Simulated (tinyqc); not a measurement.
Hole mobility in a silicon inversion layer, empirical terms and Matthiessen rule: effect of the inversion density.

Inversion layer of sheet density Ns on a uniformly doped body. The mobility terms are empirical power laws with prefactors chosen for the exercise; adding their inverses (Matthiessen) is itself an approximation.

ni = sqrt(Nc Nv) exp(-Eg/(2 Vt)), Eg in volts; Ndep = sqrt(2 eps0 eps_r Nb (2 Vt ln(Nb/ni) + Vsb)/q); E = q (Ndep + eta Ns)/(eps0 eps_r), in MV/cm. With t = T/(300 K): muC = Ac (Ns/1e12 cm^-2) t/(Nb/1e17 cm^-3 + Nit/1e11 cm^-2), muP = Ap E^(-1/3) t^(-1.75), muS = As E^(-gs); 1/mu is the sum of the inverses.

Parameters, values chosen for the exercise; material values close to those of silicon:
```
symbol    value        unit                                                meaning
T           273           K                                            temperature
Eg         1.11          eV                                               band gap
eps_r      11.8                         relative permittivity of the semiconductor
Nc      2.39e19       cm^-3                 conduction-band density of states at T
Nv      2.34e19       cm^-3                    valence-band density of states at T
Nb       6.1e17       cm^-3                                            body doping
Vsb           1           V                                      reverse body bias
eta      0.3333              weight of the inversion charge in the effective field
Ap          135  cm^2/(V s)           phonon-limited mobility at 1 MV/cm and 300 K
As          584  cm^2/(V s)                  roughness-limited mobility at 1 MV/cm
gs            1                                     exponent of the roughness term
Ac         2100  cm^2/(V s)                                      Coulomb prefactor
Nit      9.6e10       cm^-2                                charge at the interface
```

Constants: q = 1.602176634e-19 C, kB = 1.380649e-23 J/K, Vt = kB T/q, eps0 = 8.8541878128e-14 F/cm where lengths are in cm. Results are converted to the units shown.

Result of one run:

| Ns (cm^-2) | E (MV/cm) | muC (cm^2/(V s)) | muP (cm^2/(V s)) | muS (cm^2/(V s)) | mu (cm^2/(V s)) |
|---|---|---|---|---|---|
| 6.3e11 | 0.6343 | 170.5 | 185.3 | 920.7 | 80.99 |

What becomes of these results when the inversion density Ns is changed from 6.3e11 to 1.1e13 cm^-2, all else the same?

Result of the changed run:

| Ns (cm^-2) | E (MV/cm) | muC (cm^2/(V s)) | muP (cm^2/(V s)) | muS (cm^2/(V s)) | mu (cm^2/(V s)) |
|---|---|---|---|---|---|
| 1.1e13 | 1.164 | 2977 | 151.4 | 501.6 | 111.9 |

The whole series:

| Ns (cm^-2) | E (MV/cm) | muC (cm^2/(V s)) | muP (cm^2/(V s)) | muS (cm^2/(V s)) | mu (cm^2/(V s)) |
|---|---|---|---|---|---|
| 2e11 | 0.6123 | 54.14 | 187.5 | 953.7 | 40.24 |
| 3.6e11 | 0.6205 | 97.44 | 186.7 | 941.1 | 59.95 |
| 6.3e11 | 0.6343 | 170.5 | 185.3 | 920.7 | 80.99 |
| 1.1e12 | 0.6583 | 297.7 | 183.0 | 887.1 | 100.5 |
| 2e12 | 0.7043 | 541.4 | 179.0 | 829.1 | 115.7 |
| 3.6e12 | 0.7861 | 974.4 | 172.5 | 742.9 | 122.4 |
| 6.3e12 | 0.9241 | 1705 | 163.5 | 631.9 | 120.7 |
| 1.1e13 | 1.164 | 2977 | 151.4 | 501.6 | 111.9 |
| 2e13 | 1.624 | 5414 | 135.5 | 359.5 | 96.63 |

As Ns goes from 2e11 to 2e13 cm^-2, E rises from 0.612 to 1.62 MV/cm and mu goes from 40.2 through a maximum of 122 (at Ns = 3.6e12 cm^-2 among the rows listed) to 96.6 cm^2/(V s). The smallest term is the Coulomb one in the first row and the phonon one in the last. Screening lifts the Coulomb term as Ns grows while the field presses the carriers to the interface, hence the maximum. At Ns = 2e13 cm^-2 E passes 1.5 MV/cm, beyond the usual range of such laws.

Numbers from tinyqc (`OMP_NUM_THREADS=1 python tinyqc.py 2510153 2510154 out.jsonl`; about 0.01 s on one thread of a shared Intel Xeon 2.30GHz).
